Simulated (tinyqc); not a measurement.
Conduction-band anticrossing with a localised impurity level, step by step. Values are carried at full precision from step to step, so a last printed digit may differ when a step is redone from the rounded ones.

Host conduction band EM(k) = Eg - al x + c k^2/mM, c = hbar^2/2m0, coupled to a flat level EI by V = C sqrt(x): H = [[EM, V], [V, EI]], E+/- = (EM + EI)/2 +/- sqrt((EM - EI)^2/4 + V^2). The host weight of a state at E is f = 1/(1 + V^2/(E - EI)^2), and its mass at k = 0 is mM/f. The gap is E-(0), the valence top staying at 0.

Constants: hbar^2/2m0 = 3.80998211 eV angstrom^2.

Inputs chosen for the exercise (host near InP; shifted at random, so the results belong to these values and not to a real crystal):
- Eg = 1.43 eV (gap at Gamma to the s-like level)
- mM = 0.0799 m0 (mass of the host band)
- EI = 1.687 eV (impurity level, from the valence top of the host)
- C = 2.76 eV (coupling)
- al = 1.69 eV (linear shift of the host edge)
- x = 0.013 (impurity fraction)
- k = 0.029 1/angstrom (wave vector)

## The two levels at k = 0

Give EM, V, both levels, their host weights, the gap and the mass of the band at the gap.

EM(0) = 1.4080 eV
V = 0.3147 eV

E-, E+ (eV): 1.2033  1.8917

host weights: 0.7026  0.2974

gap = 1.2033 eV
mass of E- = 0.1137 m0

The gap is 227 meV below that of the host, 174 meV per 1 % of impurity. V/|EM - EI| = 1.13; second-order perturbation theory would shift the host level by V^2/(EM - EI) = -355 meV, the exact shift is -205 meV.

## The levels at one k

Fill in the matrix and give levels and weights.

H (eV):
```
            host  impurity
host      1.4481    0.3147
impurity  0.3147    1.6870
```

E-, E+ (eV): 1.2310  1.9042

host weights: 0.6774  0.3226

## Dispersion

Seven points from k = 0 to 0.12 1/angstrom.

Levels (eV):

| k (1/angstrom) | EM | E- | E+ | host weight of E- |
|---|---|---|---|---|
| 0.000 | 1.4080 | 1.2033 | 1.8917 | 0.703 |
| 0.020 | 1.4271 | 1.2166 | 1.8975 | 0.691 |
| 0.040 | 1.4843 | 1.2551 | 1.9163 | 0.653 |
| 0.060 | 1.5797 | 1.3141 | 1.9526 | 0.584 |
| 0.080 | 1.7132 | 1.3851 | 2.0151 | 0.479 |
| 0.100 | 1.8849 | 1.4561 | 2.1158 | 0.350 |
| 0.120 | 2.0947 | 1.5159 | 2.2658 | 0.228 |

E- flattens towards EI = 1.687 eV, which it cannot cross: its width is bounded by 0.484 eV, of which 65 % is used up at the last point. The unmixed host band crosses EI at k = 0.0765 1/angstrom, where the splitting is smallest, 2V = 0.629 eV.

## Checks

- Closed form against diagonalisation: they agree to 1e-10 or better.
- Mass mM/f against the curvature of the band: both 0.1137.

Program tinyqc; command `OMP_NUM_THREADS=1 python tinyqc.py 1081347 1081348 out.jsonl`; about 0.01 s on one thread of a shared Intel(R) Xeon(R) Processor @ 2.30GHz.
